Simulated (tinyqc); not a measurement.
Nanowire ballistic transistor, top-of-the-barrier model: two steps of the calculation.

At the top of the source barrier, states moving towards the drain are filled by the source (Fermi level 0) and states moving back by the drain (Fermi level -q Vd); nothing scatters. U is the shift of the band edge there, set by the capacitances CG, CD and CS (the total) and by the charge. Parabolic one-dimensional subband; the source is grounded.

Inputs (values chosen for the exercise); mass and valleys close to those of a monolayer dichalcogenide: temperature T = 300 K; effective mass m = 0.513 m0; valley degeneracy gv = 2; relative permittivity of the gate insulator eox = 22; insulator thickness tox = 1.9 nm; wire diameter d = 5 nm; gate control CG/CS aG = 0.76; band edge at the barrier top above the source Fermi level at zero bias E0 = 0.33 eV; drain voltage Vd = 0.1 V.

Constants: q = 1.602176634e-19 C, kB = 1.380649e-23 J/K, hbar = 1.054571817e-34 J s, h = 6.62607015e-34 J s, m0 = 9.1093837015e-31 kg, Vt = kB T/q, eps0 = 8.8541878128e-14 F/cm where lengths are in cm. Results are converted to the units shown.

Question 1. Self-consistent potential at the barrier top. eta1 = -(E0 + U)/Vt, eta2 = eta1 - Vd/Vt, n = (N0/2)[F_(-1/2)(eta1) + F_(-1/2)(eta2)], F_(-1/2)(x) = (1/sqrt(pi)) int_0^infinity u^(-1/2)/(1 + exp(u - x)) du. U(out) = UL + q (n - n0)/CS. U(new) = U + 0.5 (U(out) - U).

U after iteration 1 = -0.36837378 eV
N0 = 6.6573187e6 cm^-1
CS = 28.487090 pF/cm
n0 = 19.034543 cm^-1
UL = -0.3838 eV

Wanted: eta1; eta2; n; U(out); U after iteration 2.

Answer 1.

eta1 = 1.484
eta2 = -2.384
n = 4.424e6 cm^-1
U(out) = -0.3589 eV
U after iteration 2 = -0.3636 eV

Question 2. Current, mean velocity and share of the gate voltage. N0 = gv sqrt(2 m kB T/pi)/hbar, CG = 2 pi eps0 eox/ln(1 + 2 tox/d), CS = CG/aG, n0 = n at U = 0 and Vd = 0. I = gv (2 q^2/h) Vt [ln(1 + exp eta1) - ln(1 + exp eta2)]. Mean velocity I/(q n). CQ = (q/Vt) dn/d(eta1); the band edge follows the gate as -dU/dVg = aG/(1 + CQ/CS).

converged U = -0.36149072 eV

Find: eta1; n; I; mean velocity; CQ; -dU/dVg.

Answer 2.

eta1 = 1.218
n = 3.967e6 cm^-1
I = 5.644 uA
mean velocity = 8.881e6 cm/s
CQ = 10.52 pF/cm
-dU/dVg = 0.5550 eV/V

The carriers from the source are near degeneracy (eta1 = 1.22), and the mean velocity is 1.18 times vT = sqrt(2 kB T/(pi m)) = 7.51e6 cm/s.

Computed by the program tinyqc: `OMP_NUM_THREADS=1 python tinyqc.py 2400010 2400011 out.jsonl`, one thread of a shared Intel Xeon 2.30GHz, about 0.03 s for the whole run.
